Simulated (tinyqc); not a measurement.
# Hall factor, magnetoresistance and optical conductivity for a power-law relaxation time, step by step

A worked calculation. Computed by tinyqc, a small Python program that keeps every step. Command: `OMP_NUM_THREADS=1 python tinyqc.py 3007474 3007475 out.jsonl magneto walk`. One thread of a shared host (Intel(R) Xeon(R) Processor @ 2.30GHz), about 0.01 s of CPU time with the checks. Intermediate numbers are printed to about 7 digits and carried at full precision; extremes and crossings named in words are read from the listed rows.

One spherical parabolic band, tau(E) = tau_0 x^s with x = E/(k_B T). Landau quantisation is left out.

Inputs (values chosen for the exercise, with a mass close to that of electrons in InAs): effective mass m = 0.022 m_0; exponent s = 0.5; tau_0 = 35 fs; reduced Fermi level eta = -5; temperature T = 350 K; magnetic field B = 2 T; frequency f = 39 THz; background permittivity eps_inf = 13.1.

Constants: m_0 = 9.1093837015e-31 kg; k_B = 1.380649e-23 J/K; hbar = 1.054571817e-34 J s; e = 1.602176634e-19 C; eps_0 = 8.8541878128e-12 F/m; c = 299792458 m/s.

## Density and moments of tau

<y> = int y x^(3/2) f (1 - f) dx / int x^(3/2) f (1 - f) dx, f = 1/(1 + exp(x - eta)). Integrals over x = E/(k_B T) use 160 Gauss-Legendre points in u = sqrt(x) from 0 to sqrt(max(eta, 0) + 45). n = (2 m k_B T)^(3/2)/(3 pi^2 hbar^3) int x^(3/2) f (1 - f) dx; moments in units of tau_0.

density n = 6.936203e+14 1/cm^3

<tau>/tau_0 = 1.505552

<tau^2>/tau_0^2 = 2.502970

<tau^3>/tau_0^3 = 4.520452

<1/tau> tau_0 = 0.7515135

## Limits

mu = e <tau>/m; weak field r_H = <tau^2>/<tau>^2 and MR = c (mu B)^2, c = <tau^3>/<tau>^3 - r_H^2; strong field r_H = 1 and MR = <tau> <1/tau> - 1.

drift mobility mu = 4212.720 cm^2/(V s)

weak-field Hall factor = 1.104241

coefficient c = 0.1052802

saturation MR = 13.14429 %

For a classical gas r_H = Gamma(5/2) Gamma(5/2 + 2s)/Gamma(5/2 + s)^2 = 1.1045.

## At the given field

With w_c = e B/m: sigma_xx = (n e^2/m) <tau/(1 + w_c^2 tau^2)>, sigma_xy = (n e^2/m) <w_c tau^2/(1 + w_c^2 tau^2)>; r_H = (n e/B) sigma_xy/(sigma_xx^2 + sigma_xy^2); MR = sigma_0 sigma_xx/(sigma_xx^2 + sigma_xy^2) - 1, sigma_0 = n e^2 <tau>/m.

mu B = 0.8425440

sigma_xx = 0.2584807 S/cm

|sigma_xy| = 0.2228406 S/cm

Hall factor r_H = 1.063118

magnetoresistance MR = 3.898212 %

## Field dependence

The formulas are those given above.

Against the field:
```
B (T)          mu B       r_H        MR (%)
0.071  2.991031e-02  1.104128  9.404692e-03
0.24   1.011053e-01  1.102969  1.058384e-01
0.71   2.991031e-01  1.094576  8.262937e-01
1.4    5.897808e-01  1.077067  2.459175e+00
2.4    1.011053e+00  1.055303  4.765540e+00
4.7    1.979978e+00  1.028215  8.205963e+00
9.5    4.002084e+00  1.010439  1.101811e+01
24     1.011053e+01  1.002058  1.266011e+01
95     4.002084e+01  1.000141  1.310816e+01
```

r_H falls from 1.104 to 1.000, so a strong-field measurement gives n directly; half of the fall is done between 1.01 and 1.98 in mu B. MR starts as B^1.99 and reaches 100 % of its saturation value in the last row. It arises only because carriers of different energy have different Hall angles, which one Hall field cannot cancel. Above 5.7 T hbar w_c exceeds k_B T and mu B exceeds 1, and Landau quantisation replaces this picture.

## Response at frequency f

sigma(w) = (n e^2/m) <tau/(1 - i w tau)>, w = 2 pi f; eps = eps_inf + i sigma/(eps_0 w); N = sqrt(eps); absorption coefficient 2 w Im N/c; reflectivity |(N - 1)/(N + 1)|^2; plasma frequency sqrt(n e^2/(eps_inf eps_0 m))/(2 pi).

sigma(w) = 0.00313611+0.03593598i S/cm

permittivity = 13.09834+0.00014i

refractive index = 3.619163+0.000020i

absorption coefficient = 0.3264480 1/cm

reflectivity = 0.3215130

plasma frequency = 0.4404794 THz

w <tau> = 12.91 and f/f_p = 88.5. At high frequency Re sigma is set by <1/tau>, not <tau>, so a Drude formula with the single time <tau> understates it by a factor that tends to 1.13. Caution: the photon energy exceeds the typical carrier energy, so the classical sigma(w) is only a rough guide to the absorption.

Checks made by the program: moments against Gamma(5/2 + k s)/Gamma(5/2) (relative difference 1e-03).
